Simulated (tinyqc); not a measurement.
Changing the heating rate beta: admittance spectroscopy and thermally stimulated current of one trap level in a depletion layer. Computed by tinyqc, a small Python program. Command: `OMP_NUM_THREADS=1 python tinyqc.py 3112295 3112296 out.jsonl admit sweep`. One thread of a shared host (Intel(R) Xeon(R) Processor @ 2.30GHz), about 0.01 s of CPU time with the checks.

A Schottky junction on n-type material holds one donor-like electron trap; shallow donors are fully ionised and abrupt depletion edges are assumed.

Inputs (values chosen for the exercise, modelled on n-type germanium): density-of-states mass m = 0.572 m_0; trap depth E_t below the band = 0.166 eV; capture cross section sigma = 5.1e-16 cm^2.

Constants: k_B = 1.380649e-23 J/K; m_0 = 9.1093837015e-31 kg; h = 6.62607015e-34 J s; k_B = 8.617333262e-05 eV/K.

Method:
- N_c = 2 (2 pi m k_B T/h^2)^(3/2), v_th = sqrt(3 k_B T/m), emission rate e_n = sigma v_th N_c exp(-E_t/(k_B T)).
- Thermally stimulated current without retrapping: filled share n(T) = exp(-(1/beta) int e_n dT), current proportional to e_n n; the peak obeys beta (E_t/(k_B T^2) + 2/T) = e_n(T). The integral starts at 0.5 T_m and uses 4000 trapezoid steps to 1.2 T_m.
- Chen's first-order estimate from the full width W = T_2 - T_1 between the half-height points: E = 2.52 k_B T_m^2/W - 2 k_B T_m.

One run for each value; columns: (1) heating rate beta (K/s); (2) peak temperature T_m (K); (3) E_t/(k_B T_m); (4) symmetry factor (T_2 - T_m)/(T_2 - T_1); (5) depth by Chen's formula (eV):
```
(1)      (2)    (3)     (4)     (5)
0.01   69.53  27.70  0.4181  0.1794
0.027  71.78  26.84  0.4185  0.1797
0.072  74.14  25.98  0.4189  0.1800
0.19   76.62  25.14  0.4194  0.1802
0.52   79.37  24.27  0.4199  0.1805
1.4    82.25  23.42  0.4204  0.1809
3.7    85.27  22.59  0.4210  0.1812
10     88.58  21.75  0.4216  0.1816
```

What does the table show, and why?

Over the rows, peak temperature T_m (K) rises from 69.5 to 88.6 (exponent d ln y / d ln x 0.032 between the first rows and 0.038 between the last); E_t/(k_B T_m) falls from 27.7 to 21.7 (exponent d ln y / d ln x -0.032 between the first rows and -0.038 between the last); symmetry factor (T_2 - T_m)/(T_2 - T_1) rises from 0.4181 to 0.4216 (exponent d ln y / d ln x 0.0010 between the first rows and 0.0014 between the last). A line of ln(T_m^4/beta) against 1/(k_B T_m) has the slope 0.165 eV, against E_t = 0.166 eV.

Extremes, crossings and ranges named in words are read from the listed rows.
